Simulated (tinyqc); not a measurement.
p-n diode, drift-diffusion by the Gummel loop with Scharfetter-Gummel fluxes: effect of the donor density of the n side at fixed bias.

Abrupt junction at x = 0, p side from -Lp, n side to Ln, ohmic contacts. psi is counted from the intrinsic level; n = ni exp((psi - phin)/Vt), p = ni exp((phip - psi)/Vt). Contacts: p side psi = V - Vt ln(Na/ni), p = Na, n = ni^2/Na; n side psi = Vt ln(Nd/ni), n = Nd, p = ni^2/Nd. Constant mobilities, D = mu Vt, Boltzmann statistics, SRH recombination through a mid-gap level, U = (n p - ni^2)/(tp (n + ni) + tn (p + ni)). Current is positive from the p contact to the n contact.

ni = sqrt(Nc Nv) exp(-Eg/(2 Vt)), Eg in volts. Poisson and both continuity equations are solved self-consistently with Scharfetter-Gummel fluxes on a graded mesh of 500 nodes. J_scr is q times the integral of U between -xp and xn. Ideal diffusion current J_id = q ni^2 [Dn coth(wp/Le)/(Le Na) + Dp coth(wn/Lh)/(Lh Nd)] (exp(V/Vt) - 1), Le = sqrt(Dn tn), Lh = sqrt(Dp tp), wp = Lp - xp, wn = Ln - xn, with xp and xn from the depletion approximation (W = sqrt(2 eps0 eps_r (Vbi - V)(1/Na + 1/Nd)/q), xp = W Nd/(Na + Nd), xn = W Na/(Na + Nd), Vbi = Vt ln(Na Nd/ni^2)). Ideality factor = 0.004 V/(Vt ln[J(V + 0.004 V)/J(V)]).

Parameters, values chosen for the exercise; band and dielectric values close to those of silicon: temperature T = 300 K; band gap Eg = 1.1 eV; relative permittivity eps_r = 11.5; conduction-band density of states at T Nc = 2.85e19 cm^-3; valence-band density of states at T Nv = 2.62e19 cm^-3; acceptor density of the p side Na = 1.4e17 cm^-3; electron mobility mun = 700 cm^2/(V s); hole mobility mup = 380 cm^2/(V s); SRH lifetime of electrons tn = 5e-8 s; SRH lifetime of holes tp = 4e-8 s; length of the p side Lp = 4 um; length of the n side Ln = 2.4 um; uniform generation rate G = 0 cm^-3 s^-1; bias of the p contact V = 0.44 V.

Constants: q = 1.602176634e-19 C, kB = 1.380649e-23 J/K, Vt = kB T/q, eps0 = 8.8541878128e-14 F/cm where lengths are in cm. Results are converted to the units shown.

Result of one run:
```
Nd (cm^-3)	J (A/cm^2)	ideality factor	J_scr/J (%)	J_id (A/cm^2)	share recombining at the contacts (%)	larger minority/doping at -xp and xn
3.9e16	0.00175	1.08	16.9	0.00145	77.4	6.15e-6
```

What becomes of these results when the donor density of the n side Nd is changed from 3.9e16 to 6e17 cm^-3, all else the same?

Result of the changed run:
```
Nd (cm^-3)	J (A/cm^2)	ideality factor	J_scr/J (%)	J_id (A/cm^2)	share recombining at the contacts (%)	larger minority/doping at -xp and xn
6e17	5.43e-4	1.12	24.8	4.09e-4	69.3	4.85e-7
```

The whole series:
```
Nd (cm^-3)	J (A/cm^2)	ideality factor	J_scr/J (%)	J_id (A/cm^2)	share recombining at the contacts (%)	larger minority/doping at -xp and xn
2e16	0.00299	1.07	15.0	0.00255	79.5	2.29e-5
3.9e16	0.00175	1.08	16.9	0.00145	77.4	6.15e-6
7.8e16	0.00108	1.09	18.1	8.88e-4	76.0	1.57e-6
1.5e17	7.68e-4	1.09	19.0	6.22e-4	74.9	4.96e-7
3e17	6.15e-4	1.11	22.0	4.79e-4	72.0	4.89e-7
6e17	5.43e-4	1.12	24.8	4.09e-4	69.3	4.85e-7
```

As Nd rises from 2e16 to 6e17, J falls from 0.00299 to 5.43e-4 A/cm^2, the share of the depleted layer rises from 15.0 to 24.8 % and the share lost at the contacts falls from 79.5 to 69.3 %. The exponent d ln J/d ln Nd is -0.80 between the first two rows and -0.18 between the last two. J less J_scr is 0.062 % below J_id in the last row.

tinyqc, about 0.2 s, one thread, Intel Xeon 2.30GHz (shared host): `OMP_NUM_THREADS=1 python tinyqc.py 2240171 2240172 out.jsonl`
